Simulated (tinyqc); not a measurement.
Worked calculation (part 2 of 2): UKS/BLYP in the sto-6g basis, for Be+, spin multiplicity 2. Computed by tinyqc, a small Python program that keeps every step (integrals from PySCF). Command: `OMP_NUM_THREADS=1 python tinyqc.py 25815 25816 out.jsonl` (the two numbers bound the seeds that draw the settings). One thread of a shared host (Intel(R) Xeon(R) Processor @ 2.60GHz), about 1 s of CPU time with the checks.

Geometry (angstrom):

| atom | x | y | z |
|---|---|---|---|
| Be | 0.000000 | 0.000000 | 0.000000 |

## Convergence

Stop when the energy changes by less than 1e-10 hartree and every element of the error matrix X^T (F D S - S D F) X (for each spin) is below 3e-06.

Course of the cycle:

| iteration | E (hartree) | change | largest element of the error matrix |
|---|---|---|---|
| 1 | -3.81672720 | - | 1.96e-03 |
| 2 | -14.27156679 | -1.05e+01 | 3.26e-01 |
| 3 | -14.29916806 | -2.76e-02 | 3.34e-03 |
| 4 | -14.29917092 | -2.86e-06 | 5.11e-05 |
| 5 | -14.29917092 | -6.70e-10 | 7.80e-07 |
| 6 | -14.29917092 | -1.55e-13 | 1.19e-08 |

PySCF UKS in the same basis, fine grid, after a stability check = -14.29898541 hartree

Converged in 6 iterations. The coarse grid moves the energy by -1.86e-04 hartree.

## Populations

D(alpha) after iteration 6, lower triangle:
```
            1Be 1s    1Be 2s   1Be 2px   1Be 2py   1Be 2pz
1Be 1s    1.069410
1Be 2s   -0.272447  1.069410
1Be 2px   0.000000  0.000000  0.000000
1Be 2py   0.000000  0.000000  0.000000  0.000000
1Be 2pz   0.000000  0.000000  0.000000  0.000000  0.000000
```

D(beta) after iteration 6, lower triangle:
```
           1Be 1s    1Be 2s   1Be 2px   1Be 2py   1Be 2pz
1Be 1s   0.985544
1Be 2s   0.026928  0.000736
1Be 2px  0.000000  0.000000  0.000000
1Be 2py  0.000000  0.000000  0.000000  0.000000
1Be 2pz  0.000000  0.000000  0.000000  0.000000  0.000000
```

overlap S, lower triangle:
```
           1Be 1s    1Be 2s   1Be 2px   1Be 2py   1Be 2pz
1Be 1s   1.000000
1Be 2s   0.254764  1.000000
1Be 2px  0.000000  0.000000  1.000000
1Be 2py  0.000000  0.000000  0.000000  1.000000
1Be 2pz  0.000000  0.000000  0.000000  0.000000  1.000000
```

Mulliken: Z minus the diagonal of D S on the atom; Loewdin: the same with S^(1/2) D S^(1/2).

Charges (e):

| atom | Mulliken | Loewdin | Mulliken spin |
|---|---|---|---|
| 1Be | 1.000000 | 1.000000 | 1.000000 |

<S^2> of the determinant (pure state: 0.75) = 0.750000
